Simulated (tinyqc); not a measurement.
Type-II superlattice in the two-band Kane model: sweeps and comparisons. A value that a table varies takes the place of the one given here.

Motion along the axis, period d = a + b, c = hbar^2/2m0. Conduction and light-hole bands couple: (E - Ec)(E - Ev) = Ep c k^2 in each layer, with mass m(E) = (E - Ev)/Ep, which may be negative. The conduction envelope psi and psi'/m(E) are continuous; a layer carries them by [[cos kt, (m/k) sin kt], [-(k/m) sin kt, cos kt]] (cosh and sinh for k^2 < 0), and cos(q d) = tr(M_B M_A)/2. C1 is the first miniband above EvB, with its bottom at tr/2 = +1 and its top at -1; the gap is the bottom of C1 less the top heavy-hole level HH1.

Heavy holes are uncoupled: with e = EvB - E, p = sqrt(mhB e/c), w = sqrt(mhA (EvB - EvA - e)/c), the top level HH1 at q = 0 solves (p/mhB) tan(p b/2) = (w/mhA) tanh(w a/2).

Constants: hbar^2/2m0 = 3.80998211 eV angstrom^2; hc = 1239.841984 eV nm.

Inputs chosen for the exercise (near those of an InAs/GaSb superlattice; shifted at random, so the results belong to these values and not to a real crystal):

| symbol | value | unit | meaning |
|---|---|---|---|
| b | 51 | angstrom | layer B |
| EcA | 0 | eV | conduction edge of A |
| EvA | -0.41 | eV | valence edge of A |
| EcB | 0.933 | eV | conduction edge of B |
| EvB | 0.105 | eV | valence edge of B |
| EpA | 14.1 | eV | coupling energy in A |
| EpB | 18.1 | eV | coupling energy in B |
| mhA | 0.34 | m0 | heavy hole in A |
| mhB | 0.27 | m0 | heavy hole in B |
| As | (20, 27, 34, 48, 56, 66, 74) | angstrom | widths of layer A |
| a | 37 | angstrom | layer A |

## Width of layer A

Bottom of C1 (tr/2 = +1, above EvB), HH1, the gap and hc/gap; widths at which C1 no longer starts above EvB are left out.

Results:

| a (angstrom) | C1 (eV) | HH1 (eV) | gap (meV) | cut-off (micrometre) |
|---|---|---|---|---|
| 20 | 0.5067 | 0.0701 | 436.6 | 2.84 |
| 27 | 0.4061 | 0.0698 | 336.3 | 3.69 |
| 34 | 0.3319 | 0.0697 | 262.2 | 4.73 |
| 48 | 0.2330 | 0.0697 | 163.3 | 7.59 |
| 56 | 0.1949 | 0.0697 | 125.1 | 9.91 |
| 66 | 0.1588 | 0.0697 | 89.1 | 13.92 |
| 74 | 0.1365 | 0.0697 | 66.8 | 18.56 |

From a = 20 to 74 angstrom C1 falls by 370 meV while HH1 moves by -0.4 meV, so layer A tunes the gap, from 437 to 67 meV. The cut-off shifts by 0.121 micrometre per angstrom at the thin end and 0.580 at the thick end: long wavelengths need tight control of the thickness.

## One band or two

Bottom of C1. One band: (k/mA) tan(k a/2) = (kappa/mB) tanh(kappa b/2) with the edge masses (Ec - Ev)/Ep and barrier EcB - EcA. Second row: mA replaced by m(E). The last column is measured against two bands.

Results:

| model | C1 (eV) | gap (meV) | error (meV) |
|---|---|---|---|
| one band, edge masses | 0.2861 | 216.4 | -19.9 |
| m(E) in A only | 0.2494 | 179.7 | -56.7 |
| two bands | 0.3061 | 236.4 | 0.0 |

mA = 0.0291 m0
mB = 0.0457 m0

With edge masses C1 errs by -20 meV, 8 % of the gap. The heavier m(E) in A changes it by -37 meV; the treatment of B changes it by +57 meV, since C1 lies 201 meV above the valence edge of B, where its mass is 0.0111 instead of 0.0457.

## What each parameter does

Bottom and width of C1, HH1 and the gap. Each row changes one parameter from the base and keeps the others.

Results:

| case | C1 (eV) | width (meV) | HH1 (eV) | gap (meV) |
|---|---|---|---|---|
| base | 0.3061 | 33.9 | 0.0697 | 236.4 |
| a = 34 angstrom | 0.3319 | 35.9 | 0.0697 | 262.2 |
| b = 54 angstrom | 0.3085 | 29.6 | 0.0729 | 235.6 |
| EvB = 0.085 eV | 0.3039 | 31.7 | 0.0500 | 253.9 |
| EcB = 0.983 eV | 0.3111 | 30.4 | 0.0697 | 241.4 |
| EvA = -0.44 eV | 0.3017 | 33.2 | 0.0693 | 232.4 |
| EpA = 15.2 eV | 0.3139 | 35.4 | 0.0697 | 244.2 |
| mhB = 0.31 m0 | 0.3061 | 33.9 | 0.0728 | 233.3 |

The largest shifts from the base row, up to three for each result and ties (the steps differ in size, so this ranks the rows, not the parameters). C1 (eV): a +0.0258, EpA +0.0078, EcB +0.0051; unchanged at the printed digits by mhB. width (meV): b -4.3, EcB -3.5, EvB -2.1; unchanged at the printed digits by mhB. HH1 (eV): EvB -0.0197, b +0.0031, mhB +0.0030; unchanged at the printed digits by a, EcB and EpA. gap (meV): a +25.8, EvB +17.5, EpA +7.8.

tinyqc: `OMP_NUM_THREADS=1 python tinyqc.py 1280335 1280336 out.jsonl`; about 0.1 s, one thread, shared Intel(R) Xeon(R) Processor @ 2.30GHz.
